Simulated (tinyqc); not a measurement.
Static response in three, two and one dimensions: static screening by free carriers.

Lindhard at zero temperature: eps(q)/eps = 1 + (qTF/q)^2 L(x), x = q/(2 kF), L(x) = 1/2 + ((1 - x^2)/(4x)) ln|(1 + x)/(1 - x)|.

kF = 0.0139151 1/angstrom
qTF = 0.00756344 1/angstrom

x = q/(2 kF). Response over its long-wave value: L3 as above; L2 = 1 for x <= 1 and 1 - sqrt(1 - 1/x^2) beyond; L1 = ln|(1 + x)/(1 - x)|/(2x).

Response:

| x | L3 | L2 | L1 | eps(q)/eps, Lindhard 3D | Thomas-Fermi |
|---|---|---|---|---|---|
| 0.100 | 0.997 | 1.000 | 1.003 | 8.361 | 8.386 |
| 0.300 | 0.969 | 1.000 | 1.032 | 1.796 | 1.821 |
| 0.500 | 0.912 | 1.000 | 1.099 | 1.269 | 1.295 |
| 0.700 | 0.816 | 1.000 | 1.239 | 1.123 | 1.151 |
| 0.901 | 0.654 | 1.000 | 1.640 | 1.060 | 1.091 |
| 0.981 | 0.545 | 1.000 | 2.368 | 1.042 | 1.077 |
| 1.021 | 0.453 | 0.798 | 2.236 | 1.032 | 1.071 |
| 1.101 | 0.354 | 0.582 | 1.378 | 1.022 | 1.061 |
| 1.301 | 0.229 | 0.360 | 0.782 | 1.010 | 1.044 |
| 1.601 | 0.142 | 0.219 | 0.458 | 1.004 | 1.029 |
| 2.201 | 0.072 | 0.109 | 0.223 | 1.001 | 1.015 |

What can be read from this table?

Next to x = 1 the table has L3 = 0.545 and 0.453, L2 = 1.000 and 0.798, L1 = 2.368 and 2.236: an infinite slope in 3D, a kink in 2D and a logarithmic peak in 1D, where the whole Fermi surface is joined by 2 kF. These features give Friedel oscillations of period pi/kF = 226 angstrom at zero temperature; they wash out once kT nears EF, so this table, for T = 0, describes the gas only where EF is well above kT. Thomas-Fermi overstates eps(q) by 2.0 % at x = 0.5 and by 2.5 % at x = 1.601.

(tinyqc, `OMP_NUM_THREADS=1 python tinyqc.py 1680243 1680244 out.jsonl`, Intel(R) Xeon(R) Processor @ 2.30GHz, 1 thread, shared host, about 0.01 s.)
